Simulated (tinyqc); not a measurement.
# Signal and retention of a DRAM cell: effects of single changes

A stored one starts at Vd and leaks: Cs dV/dt = -I(V), I = a sqrt((V + Vb)/(Vd + Vb)) + b, with a = Ig exp[-(Eg1 q/kB)(1/T - 1/T0)] (generation in a depletion layer) and b = Is exp[-(Es q/kB)(1/T - 1/T0)]. The bit line is precharged to Vd/2, and charge sharing gives the signal (V - Vd/2) Cs/(Cs + Cb).

Values chosen for this exercise:

| symbol | value | unit | meaning |
|---|---|---|---|
| Vd | 1.2 | V | array voltage |
| Cs | 16 | fF | cell capacitance |
| Cb | 100 | fF | bit-line capacitance |
| dm | 68 | mV | smallest signal that the sense amplifier resolves |
| Vb | 1.64 | V | built-in plus back-bias voltage of the storage junction |
| Ig | 3.3 | fA | junction leakage at V = Vd and T0 |
| Is | 0.095 | fA | voltage-independent leakage at T0 |
| Es | 0.33 | eV | activation energy of Is |
| T0 | 358 | K | reference temperature |
| T | 358 | K | temperature |
| sg | 0.74 |  | deviation of ln(retention time) over the cells |
| Nc | 4.29e9 |  | cells |
| tr | 128 | ms | refresh interval |
| Eg1 | 0.5 | eV | activation energy of Ig |

Constants: q = 1.602176634e-19 C, kB = 1.380649e-23 J/K. Results are converted to the units shown.

Each table varies one quantity; the others keep the values above.

## Failing cells against the refresh interval

The cell fails below Vc = Vd/2 + dm (Cs + Cb)/Cs. With s = sqrt((Vc + Vb)/(Vd + Vb)), the time from Vd to Vc is t = [2 Cs (Vd + Vb)/a] [1 - s - (b/a) ln((a + b)/(a s + b))]. This time is the median of a log-normal spread: failing cells = Nc erfc(z/sqrt 2)/2, z = ln(t/tr)/sg.

Result of one run:

| tr (ms) | z | failing cells |
|---|---|---|
| 1024 | -0.9447 | 3.550e9 |

What becomes of these results when the refresh interval tr is changed from 1024 to 2048 ms, all else the same?

Result of the changed run:

| tr (ms) | z | failing cells |
|---|---|---|
| 2048 | -1.881 | 4.161e9 |

The whole series:

| tr (ms) | z | failing cells |
|---|---|---|
| 16 | 4.675 | 6292 |
| 32 | 3.739 | 3.967e5 |
| 64 | 2.802 | 1.089e7 |
| 128 | 1.865 | 1.333e8 |
| 256 | 0.9287 | 7.573e8 |
| 512 | -0.008007 | 2.159e9 |
| 1024 | -0.9447 | 3.550e9 |
| 2048 | -1.881 | 4.161e9 |

Doubling the interval lowers z by ln 2/sg = 0.937 and multiplies the count by 63.0 between the first two rows and by 1.17 between the last two. It is above 1 in every row.

## Effect of the bit-line capacitance

Same model as above.

Result of one run:

| Cb (fF) | Vc (V) | retention time (s) | failing cells |
|---|---|---|---|
| 15 | 0.7318 | 2.303 | 2.018e5 |

What becomes of these results when the bit-line capacitance Cb is changed from 15 to 75 fF, all else the same?

Result of the changed run:

| Cb (fF) | Vc (V) | retention time (s) | failing cells |
|---|---|---|---|
| 75 | 0.9868 | 1.024 | 1.062e7 |

The whole series:

| Cb (fF) | Vc (V) | retention time (s) | failing cells |
|---|---|---|---|
| 15 | 0.7318 | 2.303 | 2.018e5 |
| 30 | 0.7955 | 1.977 | 4.637e5 |
| 45 | 0.8592 | 1.656 | 1.161e6 |
| 60 | 0.9230 | 1.338 | 3.253e6 |
| 75 | 0.9868 | 1.024 | 1.062e7 |
| 90 | 1.050 | 0.7138 | 4.335e7 |
| 105 | 1.114 | 0.4071 | 2.529e8 |
| 120 | 1.178 | 0.1039 | 2.622e9 |

Vc rises by dm/Cs = 4.25 mV for each fF, and the retention time falls from 2.30 to 0.104 s; the margin is gone at Cb = 125 fF.

## Effect of the cell capacitance

Same model as above.

Effect of the cell capacitance:

| Cs (fF) | Vc (V) | retention time (s) | failing cells |
|---|---|---|---|
| 16 | 1.093 | 0.5090 | 1.333e8 |
| 20 | 1.008 | 1.150 | 6.446e6 |
| 24 | 0.9513 | 1.797 | 7.656e5 |
| 28 | 0.9109 | 2.447 | 1.434e5 |
| 32 | 0.8805 | 3.099 | 3.560e4 |

What does the comparison show, and why?

The retention time rises from 0.509 to 3.10 s, as Cs^(3.65) between the first two rows and Cs^(1.77) between the last two: faster than Cs, because the margin Vd - Vc grows too. It vanishes at Cs = 12.8 fF, where even a fresh one gives only dm.

Range of the model: Real arrays also hold a tail of unusually leaky cells and cells whose retention varies in time, which this model lacks.

Program tinyqc, `OMP_NUM_THREADS=1 python tinyqc.py 2130124 2130125 out.jsonl`; Intel Xeon 2.30GHz, shared host, one thread, about 0.01 s.
